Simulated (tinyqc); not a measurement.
On-chip power grid, static voltage drop by conjugate gradients: two steps of the calculation.

A grid of 3 rows and 3 columns, node k = 3 row + column. Neighbours in a row are joined by Rx, in a column by Ry; pad nodes, which reach the supply through Rp: 0, 6. Each node draws I0, node 3 draws kh I0. The drops u = Vdd - V solve G u = i, with G the conductance matrix (1/Rp added on the diagonal at pad nodes).

Parameters, values chosen for the exercise:
- Rx = 0.32 ohm (resistance of a horizontal segment)
- Ry = 1.4 ohm (resistance of a vertical segment)
- Rp = 0.05 ohm (resistance from a pad node to the supply)
- I0 = 8.5 mA (load current of an ordinary node)
- kh = 1 (factor on the load at the hot node)

Question 1. Diagonal of G, loads and first direction. G_kk = sum of the conductances at node k. Start u = 0, so the residual is r = i; z = r/G_kk (Jacobi preconditioner), p = z.

Wanted: G_kk; r at the start; p at the start.

Answer 1.

G_kk (S):
```
       col 0  col 1  col 2
row 0  23.84  6.964  3.839
row 1  4.554  7.679  4.554
row 2  23.84  6.964  3.839
```

r at the start (mA):
```
       col 0  col 1  col 2
row 0  8.500  8.500  8.500
row 1  8.500  8.500  8.500
row 2  8.500  8.500  8.500
```

p at the start (mV):
```
        col 0  col 1  col 2
row 0  0.3566  1.221  2.214
row 1   1.867  1.107  1.867
row 2  0.3566  1.221  2.214
```

Question 2. Conjugate-gradient step. q = G p; with z = r/G_kk: a = (r.z)/(p.q); u(new) = u + a p; r(new) = r - a q; b = (r.z)(new)/(r.z); p(new) = z(new) + b p.

u at the start (mV):
```
       col 0  col 1  col 2
row 0      0      0      0
row 1      0      0      0
row 2      0      0      0
```

r at the start (mA):
```
       col 0  col 1  col 2
row 0    8.5    8.5    8.5
row 1    8.5    8.5    8.5
row 2    8.5    8.5    8.5
```

p at the start (mV):
```
            col 0      col 1      col 2
row 0  0.35655431  1.2205128  2.2139535
row 1   1.8666667  1.1069767  1.8666667
row 2  0.35655431  1.2205128  2.2139535
```

Give: q; a; u after iteration 1; r after iteration 1; b; p after iteration 1.

Answer 2.

q (mA):
```
       col 0   col 1  col 2
row 0  3.353  -0.324  3.353
row 1  4.531  -4.910  1.878
row 2  3.353  -0.324  3.353
```

a = 4.596

u after iteration 1 (mV):
```
       col 0  col 1  col 2
row 0   1.64   5.61  10.18
row 1   8.58   5.09   8.58
row 2   1.64   5.61  10.18
```

r after iteration 1 (mA):
```
        col 0  col 1  col 2
row 0   -6.91   9.99  -6.91
row 1  -12.33  31.07  -0.13
row 2   -6.91   9.99  -6.91
```

b = 2.051

p after iteration 1 (mV):
```
       col 0  col 1  col 2
row 0  0.442  3.937  2.742
row 1  1.122  6.317  3.800
row 2  0.442  3.937  2.742
```

Numbers from tinyqc (`OMP_NUM_THREADS=1 python tinyqc.py 2770210 2770211 out.jsonl`; about 0.08 s on one thread of a shared Intel Xeon 2.30GHz).
